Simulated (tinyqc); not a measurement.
Ballistic Schottky-barrier transistor with a two-dimensional channel, WKB contacts: one step of the calculation.

Source Fermi level 0, drain Fermi level -Vd. Far from the contacts Ec = pn - psi, and the gate moves psi one to one; the band edges relax as exp(-x/lam) from pn at the source and pn - Vd at the drain; Ev = Ec - Eg. A carrier of energy w inside the channel band meets at a contact a barrier of height D (the contact edge beyond the channel edge): T = 1 for w >= D, else exp(-S), S = 4 lam sqrt(m/C) [sqrt(D - w) - sqrt(w) arctan sqrt((D - w)/w)], C = hbar^2/(2 m0). The two contacts combine as Ts Td/(Ts + Td - Ts Td).

Task. Current of the electrons on a coarse grid. I/W = g (2 q^2/h) int T(w) [N(Es + w) - N(Ed + w)] dw with w the energy of motion along the channel, N(y) = (1/2 pi) sqrt(pi m kB T/C) Fm(-y/kB T), Fm(x) = (1/sqrt(pi)) int_0^infinity u^(-1/2)/(1 + exp(u - x)) du. Electrons: Ds = psi, Dd = psi - Vd, Es = Ec, Ed = Ec + Vd. Holes: Ds = -psi, Dd = Vd - psi, Es = -Ev, Ed = -Ev - Vd. The size of each current is taken; both flow from drain to source and add. Simpson's rule on nE equally spaced w from 0 to wm.

Values chosen for this exercise; channel values close to those of a black phosphorus layer:
```
symbol,value,unit,meaning
T,350,K,temperature
pn,0.33,eV,barrier for electrons at both contacts
mn,0.16,m0,electron mass
g,1,,valleys or subbands
lam,3,nm,screening length at the contacts
Vd,0.1,V,drain bias
ps,0.32,V,band shift psi of the channel by the gate
wm,0.53,eV,upper end of the grid
nE,13,,points of the grid
```

Constants: q = 1.602176634e-19 C, kB = 1.380649e-23 J/K, hbar = 1.054571817e-34 J s, h = 6.62607015e-34 J s, m0 = 9.1093837015e-31 kg, Vt = kB T/q, hbar^2/(2 m0) = 0.0380998212 eV nm^2. Results are converted to the units shown.

Give: w; Ts; Td; T; size of the supply difference; current.

Result.

```
point   w (eV)         Ts         Td          T  size of the supply difference (1/um)
0      0.00000  9.0903e-7  9.7886e-6  8.3179e-7                                46.210
1      0.04417  0.0011541   0.010104  0.0010369                                14.337
2      0.08833   0.012293   0.085577   0.010866                                3.6117
3      0.13250   0.058143    0.31167   0.051527                               0.85296
4      0.17667    0.17703    0.69349    0.16418                               0.19821
5      0.22083    0.39798     1.0000    0.39798                              0.045882
6      0.26500    0.70072     1.0000    0.70072                              0.010612
7      0.30917    0.97114     1.0000    0.97114                             0.0024538
8      0.35333     1.0000     1.0000     1.0000                             5.6739e-4
9      0.39750     1.0000     1.0000     1.0000                             1.3119e-4
10     0.44167     1.0000     1.0000     1.0000                             3.0334e-5
11     0.48583     1.0000     1.0000     1.0000                             7.0140e-6
12     0.53000     1.0000     1.0000     1.0000                             1.6218e-6
```

current = 0.54532 uA/um

Range of the model: No scattering, image-force lowering, channel charge or band-to-band tunnelling; parabolic kappa overstates S deep in the gap.

tinyqc, about 0.4 s, one thread, Intel Xeon 2.30GHz (shared host): `OMP_NUM_THREADS=1 python tinyqc.py 2390109 2390110 out.jsonl`
